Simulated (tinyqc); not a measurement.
Permeation of metal atoms or ions through a thin barrier or dielectric: time lag, field-aided drift and lifetime: one step, computed by the program tinyqc. Command: `OMP_NUM_THREADS=1 python tinyqc.py 3030010 3030011 out.jsonl barrier walk`. One thread of a shared host (Intel(R) Xeon(R) Processor @ 2.30GHz), about 0.03 s of CPU time with the checks.

The film 0 < x < d is empty at first; C = C0 at x = 0 and C = 0 at x = d. dC/dt = D d2C/dx2 - v dC/dx with drift v = D z e V/(k_B T d) (uniform field, no space charge).

Question. Time to the critical dose. Steady flux J = (D C0/d) P/(1 - exp(-P)); time lag in units of d^2/D: s_L = [P (1 + exp(-P))/(1 - exp(-P)) - 2]/P^2 (P = 0: J = D C0/d, s_L = 1/6). Dose through the film Q(s) = C0 d {f (s - s_L) - 2 exp(P/2) sum_(n=1..200) (-1)^n n^2 pi^2 exp(-l_n s)/l_n^2}, l_n = n^2 pi^2 + P^2/4, f = P/(1 - exp(-P)) the relative flux. Temperatures in kelvin are T(C) + 273.15. Solve Q = Q_c for s. At the use temperature D and P take T_u, with the same C0 and V; 1 year = 3.15576e7 s.

Inputs (values chosen for the exercise, for a model case: singly charged ions through a dielectric):
```
quantity                                   value    unit
thickness d                                   19      nm
prefactor D0                             0.00019  cm^2/s
activation energy E                        0.802      eV
concentration at the source side C0      1.3e+15  1/cm^3
charge number z                                1       -
voltage V (positive drives ions across)      0.5       V
critical dose Q_c                          2e+07  1/cm^2
test temperature T                           100       C
use temperature T_u                          100       C
```

Peclet number P = 15.54940

time scale d^2/D = 1290.020 s

Constants: k_B = 8.617333262e-05 eV/K.

Give: s at the critical dose; failure time at T; failure time at T_u.

Answer.

s at the critical dose = 0.03463

failure time at T = 44.67 s

failure time at T_u = 1.415e-06 years

Caution: grain boundaries, pinholes, trapping and space charge are left out; thin real barriers usually fail at defects.
